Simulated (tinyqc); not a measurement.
Contact resistivity and sheet resistance from two contact lengths.

Question. Rc = [sqrt(rc Rsh)/Wc] coth(Lc/(2 LT)), LT = sqrt(rc/Rsh), Wc = 90 nm; the second contact is twice as long as the first. Find LT, rc and Rsh.

Rc for Lc = 10 and 20 nm (ohm): 847.590248  428.499820

Solution. With t = tanh(Lc/(2 LT)) for the shorter contact, the resistance of the longer over that of the shorter is (1 + t^2)/2. Then sqrt(rc Rsh) = Rc t Wc, and rc and Rsh follow by multiplying and dividing by LT.

LT = 47.28 nm
rc = 3.800e-9 ohm cm^2
Rsh = 170.0 ohm

tinyqc, about 0.05 s, one thread, Intel Xeon 2.30GHz (shared host): `OMP_NUM_THREADS=1 python tinyqc.py 2170085 2170086 out.jsonl`
